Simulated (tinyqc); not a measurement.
Schottky diode by thermionic emission with image-force lowering and series resistance: one step of the calculation.

Metal on an n-type semiconductor with one parabolic valley; V > 0 is forward bias (metal positive). I = I0 [exp(Vj/(n Vt)) - 1] with Vj = V - I Rs; I0 = S A* T^2 exp(-(phi - dphi)/Vt), the lowering dphi taken at zero bias.

Question. Junction voltage. Fixed-point step: I = (V - Vj)/Rs, then Vj(new) = n Vt ln(1 + I/I0).

Inputs (values chosen for the exercise); band and dielectric values those of a made-up semiconductor:

| symbol | value | unit | meaning |
|---|---|---|---|
| T | 250 | K | temperature |
| n | 1.08 |  | ideality factor |
| Rs | 1.3 | ohm | series resistance |
| V | 0.66 | V | applied bias |

Constants: q = 1.602176634e-19 C, kB = 1.380649e-23 J/K, Vt = kB T/q. Results are converted to the units shown.

I0 = 4.6344123e-10 A
Vj after iteration 1 = 0.46594104 V

Wanted: Vj after iteration 2.

Answer.

Vj after iteration 2 = 0.4558 V

Numbers from tinyqc (`OMP_NUM_THREADS=1 python tinyqc.py 2640001 2640002 out.jsonl`; about 0.01 s on one thread of a shared Intel Xeon 2.30GHz).
